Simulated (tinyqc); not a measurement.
# MESFET, gradual channel with velocity saturation, step by step

Program tinyqc, `OMP_NUM_THREADS=1 python tinyqc.py 2500061 2500062 out.jsonl`; Intel Xeon 2.30GHz, shared host, one thread, about 0.04 s. Printed values are rounded.

A uniformly doped n-type channel, depleted from the top by a Schottky gate; at channel potential V the depleted share of a is u = sqrt((Vbi - Vg + V)/Vp), s at the source. Electrons drift with v = mu E/(1 + mu E/vsat). Abrupt depletion edge, no series resistance, source at 0.

Inputs (values chosen for the exercise); material values those of a made-up semiconductor:
- T = 293 K (temperature)
- eps_r = 10 (relative permittivity of the semiconductor)
- Nc = 4.03e17 cm^-3 (conduction-band density of states at T)
- Nd = 9.5e16 cm^-3 (donor density of the channel)
- a = 170 nm (channel thickness)
- mu = 4000 cm^2/(V s) (low-field mobility at this doping)
- vsat = 1.1e7 cm/s (saturation velocity)
- L = 5 um (gate length)
- W = 200 um (gate width)
- phiB = 0.65 V (Schottky barrier)
- Vg = -0.8 V (gate voltage)
- Vd = 0.46 V (drain voltage)

Constants: q = 1.602176634e-19 C, kB = 1.380649e-23 J/K, Vt = kB T/q, eps0 = 8.8541878128e-14 F/cm where lengths are in cm. Results are converted to the units shown.

## Built-in and pinch-off voltages

Vbi = phiB - Vt ln(Nc/Nd); Vp = q Nd a^2/(2 eps0 eps_r); G0 = q mu Nd a W/L; Z = mu Vp/(vsat L); s = sqrt((Vbi - Vg)/Vp). VT = Vbi - Vp.

Vbi = 0.613514 V
Vp = 2.48401 V
VT = -1.87049 V
G0 = 41.4002 mS
Z = 1.80655
s = 0.754351

Z = 1.81: velocity saturation matters.

## Current below saturation

u = sqrt((Vbi - Vg + Vd)/Vp). I = (G0 Vp/3) F/(1 + Z (u^2 - s^2)), F = 3 (u^2 - s^2) - 2 (u^3 - s^3), with u at V = Vd; Z = 0 gives constant mobility, for which u stops at 1.

u = 0.868464
F = 0.104030
I for Z = 0 = 3.56611 mA
I = 2.67215 mA

The falling mobility lowers the current by 25.1 %.

## Iteration 1: the saturation point by Newton steps

u at the start = 0.88

a is the channel (half-)thickness, Vp its pinch-off voltage and Z = mu Vp/(vsat L); an iterate with u > 1 is an overshoot, not a physical state. f = (1 - u)(1 + Z (u^2 - s^2)) - Z F/3, F = 3 (u^2 - s^2) - 2 (u^3 - s^3); f' = -(1 + Z (u^2 - s^2)); u(new) = u - f/f'.

f = 0.0972904
f' = -1.37098
u after iteration 1 = 0.950964

## Iteration 2: the saturation point by Newton steps

As before.

f = -0.00822108
f' = -1.60571
u after iteration 2 = 0.945844

## Course of the iteration: the saturation point by Newton steps

Stop when u changes by less than 1e-10, or after 60 iterations.

Course of the iteration:
```
iteration,u,|change|
1,0.950964,0.0710
2,0.945844,5.12e-3
3,0.945816,2.83e-5
4,0.945816,8.62e-10
5,0.945816,0
```

Converged in 5 iterations. At the end the number of correct digits about doubles with each step.

## Saturation voltage, current and transconductance

um = 0.945816

Vdsat = Vp (um^2 - s^2); Isat = (G0 Vp/Z)(1 - um), which is q Nd vsat a W (1 - um); gm = G0 (um - s)/(1 + Z (um^2 - s^2)). For Z = 0: Vdsat = Vp (1 - s^2), Isat = (G0 Vp/3)(1 - 3 s^2 + 2 s^3), gm = G0 (1 - s).

Vdsat = 0.808599 V
Isat = 3.08446 mA
gm = 4.99139 mS
Vdsat for Z = 0 = 1.07049 V
Isat for Z = 0 = 5.18936 mA
gm for Z = 0 = 10.1699 mS

The current saturates with 5.42 % of the channel still open at the drain, at 0.594 of the constant-mobility current.
